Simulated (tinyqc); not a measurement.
Width of the well: quantum-confined Stark effect in a modulator well.

Envelopes on cells of 0.5 angstrom over the well |z| < L/2 and 45 angstrom of barrier on each side, psi = 0 beyond, psi'/m continuous (mean mass between points), c = hbar^2/2m0. The electron sees + e F z and the hole - e F z, each with its offset in the barriers; 1 kV/cm = 1e-5 eV/angstrom. Light holes, band mixing and escape by tunnelling are left out.

Exciton: in-plane function exp(-rho/lam), 1/mu = 1/me + 1/mp, E(lam) = c/(mu lam^2) - (q/eps) times the integral over k of Fm(k)(1 + (k lam/2)^2)^(-3/2), Fm(k) the double integral of psi_e^2 psi_h^2 exp(-k |z - z'|), q = e^2/(4 pi eps0); binding Eb = -E at the minimum. Line at Eg + E_e + E_h - Eb, strength proportional to overlap^2/lam^2.

Constants: hbar^2/2m0 = 3.80998211 eV angstrom^2; e^2/(4 pi eps0) = 14.39964547 eV angstrom; hc = 1239.841984 eV nm.

Inputs chosen for the exercise (near those of an InGaAs well in InAlAs; the results hold for these values, not for the real material):
```
symbol  value                             unit      meaning
Vc      0.49                              eV        conduction offset
Vv      0.215                             eV        heavy-hole offset
me      0.0421                            m0        electron, well
meb     0.0766                            m0        electron, barrier
mh      0.376                             m0        heavy hole along z, well
mhb     0.437                             m0        heavy hole, barrier
Eg      0.749                             eV        gap of the well
mp      0.115                             m0        heavy hole in the plane
eps     13.7                                        dielectric constant
Ls      (50, 66, 84, 104, 126, 150, 170)  angstrom  widths
F_L     136                               kV/cm     field for this table
```

Zero-field line, its shift at F_L and the relative strength.

Results:
```
L (angstrom)  line at F = 0 (nm)  Eb (meV)  shift (meV)  relative strength  shift x strength (meV)
50                        1397.7      6.45        -4.98              0.908                    4.53
66                        1469.4      6.18       -10.38              0.750                    7.78
84                        1521.1      5.90       -19.70              0.497                    9.79
104                       1558.0      5.62       -33.50              0.252                    8.44
126                       1584.4      5.36       -52.06              0.095                    4.95
150                       1603.4      5.11       -75.58              0.026                    1.94
170                       1614.5      4.93       -97.23              0.007                    0.70
```

The shift grows with exponent 2.64 in L over the first two rows and 2.01 over the last two, against 4 for hard walls at second order; leakage lowers it in narrow wells and saturation in wide ones. The strength falls from 0.91 to 0.01, and the product of the two is largest at 84 angstrom.

Run: tinyqc, `OMP_NUM_THREADS=1 python tinyqc.py 1251009 1251010 out.jsonl`; Intel(R) Xeon(R) Processor @ 2.30GHz, one thread, shared host; about 0.1 s of CPU time with all checks.
